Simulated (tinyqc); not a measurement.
Worked calculation: Hueckel theory of the pi electrons, for the molecule Bc1ccccc(=O)c1 (SMILES; centres numbered as the heavy atoms are written). One step of it, computed by the program tinyqc.

Problem. Energy, charges, bond orders. E = sum n x; q_r = z_r - P_rr; bond order p = P_rs; free valence = sqrt(3) - sum of p over the bonds of the atom.

x values: [2.177331, 1.605587, 1.305003, 0.708197, -0.351178, -0.497383, -1.222689, -1.858098, -2.036770]

occupations: [2.000000, 2.000000, 2.000000, 2.000000, 0.000000, 0.000000, 0.000000, 0.000000, 0.000000]

charge and bond-order matrix P, order 1B, 2C, 3C, 4C, 5C, 6C, 7C, 8O, 9C:
```
[[0.073211, 0.259797, 0.146292, 0.002603, -0.075557, -0.058763, 0.023091, -0.072336, 0.192953],
 [0.259797, 0.936524, 0.583901, 0.100891, -0.192854, -0.162028, 0.126104, -0.175385, 0.683556],
 [0.146292, 0.583901, 0.869158, 0.680690, 0.136352, -0.268479, -0.191889, 0.161020, 0.061464],
 [0.002603, 0.100891, 0.680690, 0.904618, 0.605066, 0.106491, -0.181760, 0.147978, -0.291544],
 [-0.075557, -0.192854, 0.136352, 0.605066, 0.874758, 0.691785, 0.145936, -0.191295, -0.142332],
 [-0.058763, -0.162028, -0.268479, 0.106491, 0.691785, 0.914202, 0.551395, -0.192529, 0.244625],
 [0.023091, 0.126104, -0.191889, -0.181760, 0.145936, 0.551395, 0.831914, 0.526704, 0.531699],
 [-0.072336, -0.175385, 0.161020, 0.147978, -0.191295, -0.192529, 0.526704, 1.735308, -0.156292],
 [0.192953, 0.683556, 0.061464, -0.291544, -0.142332, 0.244625, 0.531699, -0.156292, 0.860308]]
```

Centres:
```
centre  z_r, pi electrons of the neutral centre          h
1B                                            0  -1.120000
2C                                            1   0.000000
3C                                            1   0.000000
4C                                            1   0.000000
5C                                            1   0.000000
6C                                            1   0.000000
7C                                            1   0.000000
8O                                            1   0.950000
9C                                            1   0.000000
```

Bonds:
```
i  j         k
1  2  0.730000
2  3         1
3  4         1
4  5         1
5  6         1
6  7         1
7  8  0.940000
7  9         1
9  2         1
```

Give: pi energy = 8 alpha + this times beta; pi charges; Bond orders and lengths from R = 1.517 - 0.180 p; free valence of the carbons; gap between the highest filled and the next level.

Solution.

pi energy = 8 alpha + this times beta = 11.5922

pi charges: [-0.0732, 0.0635, 0.1308, 0.0954, 0.1252, 0.0858, 0.1681, -0.7353, 0.1397]

Bond orders and lengths from R = 1.517 - 0.180 p (angstrom, C-C alone):
```
bond       p       R
1-2   0.2598       -
2-3   0.5839  1.4119
3-4   0.6807  1.3945
4-5   0.6051  1.4081
5-6   0.6918  1.3925
6-7   0.5514  1.4177
7-8   0.5267       -
7-9   0.5317  1.4213
9-2   0.6836  1.3940
```

free valence of the carbons: [0.2048, 0.4675, 0.4463, 0.4352, 0.4889, 0.1223, 0.5168]

gap between the highest filled and the next level = 1.0594 |beta|
